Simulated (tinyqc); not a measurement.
Inside a calculation: round or elliptic silicon nanowire with anisotropic valleys (Ritz method). Values are carried at full precision from step to step, so a last printed digit may differ when a step is redone from the rounded ones.

Wire along x = [110] on a (001) wafer, y = [-110], z = [001]. Valley groups (w = inverse masses): A, two valleys along z: w_y = 1/mt, w_z = 1/ml, m_x = mt; B, four valleys in the wafer plane: w_y = (1/ml + 1/mt)/2, w_z = 1/mt, m_x = (ml + mt)/2.

Constants: hbar^2/2m0 = 3.80998211 eV angstrom^2; kB = 8.617333262e-05 eV/K.

Inputs chosen for the exercise (near those of a Si nanowire; shifted at random, so the results belong to these values and not to a real crystal):
- ml = 0.899 m0 (longitudinal mass)
- mt = 0.19 m0 (transverse mass)
- a = 24 angstrom (semi-axis along y)
- b = 24 angstrom (semi-axis along z)
- group = B (valley group worked out)
- T = 350 K (temperature)

## Stretching the ellipse

Scaling y by 1/sqrt(w_y) and z by 1/sqrt(w_z) makes the mass 1 and the semi-axes A = a/sqrt(w_y), B = b/sqrt(w_z). List them with the one-function estimate 3c (1/A^2 + 1/B^2) and the slender limit c (pi/2s)^2 (1 + 2s/(pi l)), s and l the smaller and larger of A, B; c = hbar^2/2m0.

Groups:
```
group  g      A      B  axis ratio  one function (eV)  slender limit (eV)
A      2  10.46  22.76       2.175             0.1265              0.1110
B      4  13.44  10.46       1.285             0.1677              0.1285
```

The one-function value suits axis ratios near 1 and the slender limit ratios well above 2.

## Matrices of three even functions

Hard wall on the ellipse (y/a)^2 + (z/b)^2 = 1, c = hbar^2/2m0. With u = y/a, v = z/b the operator is -c [(w_y/a^2) d2/du2 + (w_z/b^2) d2/dv2] on the unit disc. Basis (1 - u^2 - v^2) u^i v^j; S, X and Y are the disc integrals of f f', (df/du)(df'/du) and (df/dv)(df'/dv), from the integral of u^p v^q = 2 Gamma((p+1)/2) Gamma((q+1)/2)/((p + q + 2) Gamma((p+q+2)/2)) for even p, q; H = c (w_y X/a^2 + w_z Y/b^2).

Basis 1, u^2, v^2 times (1 - u^2 - v^2); form S and H for the chosen group.

S, rows 1, u^2, v^2 and columns alike:
```
[[1.047198, 0.130900, 0.130900],
 [0.130900, 0.039270, 0.013090],
 [0.130900, 0.013090, 0.039270]]
```

H (meV), rows 1, u^2, v^2 and columns alike:
```
[[175.6119, 29.2686, 29.2686],
 [29.2686, 22.0161, 3.6586],
 [29.2686, 3.6586, 29.2040]]
```

## Lowest level in this basis

Solve H p = E S p for the wire level; give E, the ratios p2/p1 and p3/p1, and H11/S11.

E = 161.4 meV

ratios: [-0.49, -0.32]

one function = 167.7 meV

The two added functions lower the level by 6.3 meV (3.8 %), mostly by narrowing the state along u, the direction in which the stretched ellipse is long.

## Subbands

Converged values use 21 functions of each parity class (e or o in u, then in v).

The nine lowest levels of all groups and parity classes.

Subbands:
```
group, parity  g  m_x (m0)  E (eV)
A ee           2    0.1900  0.1199
B ee           4    0.5445  0.1614
A eo           2    0.1900  0.2027
A ee           2    0.1900  0.3157
B oe           4    0.5445  0.3590
A oe           2    0.1900  0.4023
B eo           4    0.5445  0.4596
A eo           2    0.1900  0.4607
A oo           2    0.1900  0.5328
```

At 350 K and without degeneracy the populations go as g sqrt(m_x) exp(-E/kB T): among these nine the lowest level holds 52 % and the light transport mass mt 55 % of the electrons. Levels above about 0.3 eV lie beyond parabolic valleys and hard walls.

## Checks

- Circle of radius a with both masses mt against c (2.404826/R)^2/m, eV: both 0.2013.

Computed by tinyqc, a small Python program: `OMP_NUM_THREADS=1 python tinyqc.py 1281612 1281613 out.jsonl` (the numbers bound the seed that draws the inputs); one thread of a shared host (Intel(R) Xeon(R) Processor @ 2.30GHz), about 0.04 s for the whole set of steps.
